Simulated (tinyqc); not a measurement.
Time-dependent dielectric breakdown: cell percolation, Weibull statistics, area scaling and voltage extrapolation. Changing the allowed failure fraction F. Computed by tinyqc, a small Python program. Command: `OMP_NUM_THREADS=1 python tinyqc.py 3009891 3009892 out.jsonl tddb sweep`. One thread of a shared host (Intel(R) Xeon(R) Processor @ 2.30GHz), about 0.01 s of CPU time with the checks.

The oxide is divided into columns of area a^2, each holding m = t_ox/a cells (m is taken as continuous). A share lambda(t) = (t/t_1)^alpha of the cells is defective, and a column whose cells are all defective breaks down.

Inputs (values chosen for the exercise, for a model gate oxide):
```
quantity,value,unit
oxide thickness t_ox,2.2,nm
defect cell size a,0.98,nm
exponent alpha of defect growth,0.9,-
time t_1 at which the occupied share would reach 1,1.3e+06,s
test area A,0.4,um^2
product area A_u,200000,um^2
stress voltage V,3.01,V
use voltage V_u,2.1,V
local exponent n = -d ln t/d ln V at the stress voltage,31,-
activation energy E_a,0.73,eV
stress temperature T,140,C
use temperature T_u,55,C
```

Voltage law used: E.

Constants: k_B = 8.617333262e-05 eV/K.

Method:
- Failure fraction F = 1 - (1 - lambda^m)^N with N = A/a^2 columns, which for small lambda^m is 1 - exp(-(t/t63)^beta) with beta = alpha m and t63 = t_1 N^(-1/beta); critical share lambda(t63) = N^(-1/m). 1 um^2 = 1e6 nm^2.
- All three voltage laws share the slope n at the stress voltage. Factor t(V_u)/t(V): E law exp(n (1 - V_u/V)); 1/E law exp(n (V/V_u - 1)); power law (V/V_u)^n.
- Temperatures in kelvin are T(C) + 273.15.
- Temperature factor exp[(E_a/k_B)(1/T_u - 1/T)]; area factor (A/A_u)^(1/beta); percentile factor (-ln(1 - F))^(1/beta); life = t63 x all four; 1 year = 3.15576e7 s.

One run for each value:
```
allowed failure fraction F,projected life (years),percentile factor
1.00e-07,8.4124e-05,3.4305e-04
1.00e-06,2.6295e-04,1.0723e-03
1.00e-05,8.2190e-04,3.3516e-03
1.00e-04,2.5691e-03,1.0476e-02
1.00e-03,8.0320e-03,3.2754e-02
1.00e-02,2.5162e-02,1.0261e-01
1.00e-01,8.0509e-02,3.2830e-01
5.00e-01,2.0454e-01,8.3410e-01
```

Describe and explain the trends.

Over the rows, projected life (years) rises from 8.41e-5 to 0.205 (exponent d ln y / d ln x 0.49 between the first rows and 0.58 between the last); percentile factor rises from 3.43e-4 to 0.834 (exponent d ln y / d ln x 0.49 between the first rows and 0.58 between the last). For small F the life scales as F^(1/beta), 1/beta = 0.495.

Caution (all rows): t_1 is an input here; in a real oxide it changes with thickness at fixed voltage.
